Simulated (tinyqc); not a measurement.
What moves the results: standing waves and exposure in a photoresist film. A value that a table varies takes the place of the one given here.

Normal incidence from air. Unexposed resist: N1 = n1 + i k1 with k1 = (A + B) lam/(4 pi), lam in micrometres. r01 = (1 - N1)/(1 + N1), t01 = 2/(1 + N1). Below the resist lie the layer Na = na + i ka and the substrate Ns = ns + i ks: r12 = (r1a + ras x)/(1 + r1a ras x), x = exp(4 pi i Na da/lam), r1a = (N1 - Na)/(N1 + Na), ras = (Na - Ns)/(Na + Ns). With p = exp(2 pi i N1 d/lam), the field at depth z is E(z) = t01 [exp(2 pi i N1 z/lam) + r12 p^2 exp(-2 pi i N1 z/lam)]/(1 + r01 r12 p^2), the relative intensity I(z) = n1 |E(z)|^2 and the reflectance R = |(r01 + r12 p^2)/(1 + r01 r12 p^2)|^2.

Inputs chosen for the exercise (a resist on Cu, indices near tabulated ones; the results hold for these values, not for the real material):
```
symbol  value  unit          meaning
lam     365    nm            vacuum wavelength
n1      1.71                 resist index
A       0.52   1/micrometre  bleachable absorption (Dill A)
B       0.07   1/micrometre  fixed absorption (Dill B)
d       975    nm            resist thickness
ns      1.287                substrate n
ks      1.958                substrate k
na      1.758                n of the bottom antireflection layer
ka      0.339                its k
da      76     nm            its thickness
```

## Swing of the coupled dose with resist thickness

The mean of I is taken over 800 depths; the relative dose to clear is taken as 1/(mean of I over the lowest period, 60 depths), scaled to 1 in the first row.

Swing:
```
d (nm)       R  mean I  relative dose
975.0   0.1107  0.6951          1.000
992.8   0.0626  0.7287          0.959
1010.6  0.0284  0.7528          0.936
1028.4  0.0461  0.7369          0.966
1046.2  0.0938  0.6967          1.028
1063.9  0.1223  0.6703          1.071
1081.7  0.1077  0.6766          1.063
1099.5  0.0624  0.7071          1.022
1117.3  0.0304  0.7287          1.000
1135.1  0.0468  0.7140          1.030
1152.9  0.0917  0.6772          1.093
1170.7  0.1187  0.6529          1.137
1188.5  0.1047  0.6588          1.130
```

What can be read from the table?

The period is 106.7 nm, six rows. The relative dose swings between 0.936 and 1.137, a ratio (max - min)/mean of 0.194, against the estimate 4 sqrt(|r01|^2 |r12|^2) exp(-(A + B) d) = 0.108 for the oscillating part alone; the ratio from the table also holds the slow rise from absorption, 13.0 % over two periods, so the two are not strictly comparable. The dose is least sensitive to thickness at an extremum; the lowest dose listed is at 1010.6 nm.

## Tuning the antireflection layer

da takes the values listed; the contrast is (Imax - Imin)/(Imax + Imin) over the lowest period of the resist (60 depths).

Results:
```
da (nm)  |r12|^2  contrast
0         0.3063     0.822
10        0.2459     0.771
20        0.1700     0.681
30        0.1001     0.554
40        0.0501     0.423
50        0.0239     0.306
60        0.0180     0.272
75        0.0322     0.357
90        0.0496     0.395
110       0.0468     0.387
140       0.0083     0.162
```

What can be read from the table?

|r12|^2 starts at 0.3063 and is lowest, 0.0083, at 140 nm of those listed, where the contrast is 0.162 against 0.822. The contrast follows 2|r|/(1 + |r|^2), so even |r12|^2 = 0.01 leaves about 0.2. Values below 0.01 occur at 140 nm.

## What moves the exposure

The mean of I is over 800 depths. Each row changes one parameter from the base and keeps the others.

Results:
```
case                   |r12|^2       R  mean I  I at the bottom
base                    0.0335  0.1107  0.6951           0.3381
d = 985 nm              0.0335  0.0852  0.7125           0.3458
n1 = 1.727              0.0318  0.0880  0.7114           0.3507
B = 0.27 1/micrometre   0.0335  0.1025  0.6393           0.2798
ks = 1.762              0.0314  0.1052  0.6984           0.3463
da = 86 nm              0.0460  0.0951  0.7162           0.3500
ka = 0.441              0.0237  0.0909  0.7054           0.3804
```

What does this show?

The largest shifts from the base row, up to three for each result and ties (the steps differ in size, so this ranks the rows, not the parameters). |r12|^2: da +0.0125, ka -0.0098, ks -0.0021; unchanged at the printed digits by d and B. R: d -0.0254, n1 -0.0227, ka -0.0198. mean I: B -0.0558, da +0.0211, d +0.0174. I at the bottom: B -0.0582, ka +0.0423, n1 +0.0126.

Run: tinyqc, `OMP_NUM_THREADS=1 python tinyqc.py 1650861 1650862 out.jsonl`; Intel(R) Xeon(R) Processor @ 2.30GHz, one thread, shared host; about 0.01 s of CPU time with all checks.
